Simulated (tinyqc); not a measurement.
Activation against anneal temperature: dopants and charged point defects at anneal temperature: Fermi-level effect, clustering and pairing. Computed by tinyqc, a small Python program. Command: `OMP_NUM_THREADS=1 python tinyqc.py 3020256 3020257 out.jsonl pairing walk`. One thread of a shared host (Intel(R) Xeon(R) Processor @ 2.30GHz), about 0.02 s of CPU time with the checks.

Boltzmann statistics and full ionisation of active dopants. Energies are counted from the valence band; the defect (a vacancy or self-interstitial) has five charge states, with all degeneracy factors one.

Inputs (values chosen for the exercise, with bands modelled on germanium):

| quantity | value | unit |
|---|---|---|
| gap at 0 K E_g0 | 0.758 | eV |
| Varshni alpha | 0.000474 | eV/K |
| Varshni beta | 229 | K |
| electron mass m_e | 0.218 | m_0 |
| valleys M_c | 4 | - |
| hole mass m_h | 0.338 | m_0 |
| anneal temperature T | 740 | K |
| total dopant density N | 6.7e+18 | cm^-3 |
| site density N_s | 4.7e+22 | cm^-3 |
| dopant atoms per cluster k | 4 | - |
| cluster binding energy E_b | 1.43 | eV |

Dopant: acceptor. Second part: clustering of the dopant.

Constants: m_0 = 9.1093837015e-31 kg; k_B = 1.380649e-23 J/K; h = 6.62607015e-34 J s; k_B = 8.617333262e-05 eV/K.

Method:
- E_g = E_g0 - alpha T^2/(T + beta).
- N_c = 2 M_c (2 pi m_e k_B T/h^2)^(3/2) and N_v = 2 (2 pi m_h k_B T/h^2)^(3/2), masses in units of m_0.
- n_i = sqrt(N_c N_v) exp(-E_g/2 k_B T); E_i = E_g/2 + (k_B T/2) ln(N_v/N_c).
- p = A/2 + sqrt(A^2/4 + n_i^2) for an active density A.
- k ionised dopants and k carriers form one neutral cluster: C = N_s (A/N_s)^k (p/N_b)^k exp(E_b/k_B T), N_b the effective density of states of the majority band, and N = A + k C (60 bisections in ln A between ln N - 90 and ln N).

Equilibrium activation:

| T (K) | n_i (cm^-3) | active A (cm^-3) | clusters C (cm^-3) | active share |
|---|---|---|---|---|
| 440 | 3.5085e+15 | 1.5474e+18 | 1.2882e+18 | 0.23095 |
| 520 | 2.3199e+16 | 3.4231e+18 | 8.1924e+17 | 0.51090 |
| 590 | 8.2180e+16 | 5.3874e+18 | 3.2814e+17 | 0.80410 |
| 670 | 2.5934e+17 | 6.5924e+18 | 2.6901e+16 | 0.98394 |
| 740 | 5.8921e+17 | 6.6934e+18 | 1.6473e+15 | 0.99902 |
| 810 | 1.1782e+18 | 6.6994e+18 | 1.5164e+14 | 0.99991 |
| 890 | 2.3087e+18 | 6.6999e+18 | 1.8258e+13 | 0.99999 |

The active share goes from 0.231 at 440 K to 1.000 at 890 K, so a layer activated by a hot, short anneal is metastable and deactivates in later, cooler steps if the dopant can move.
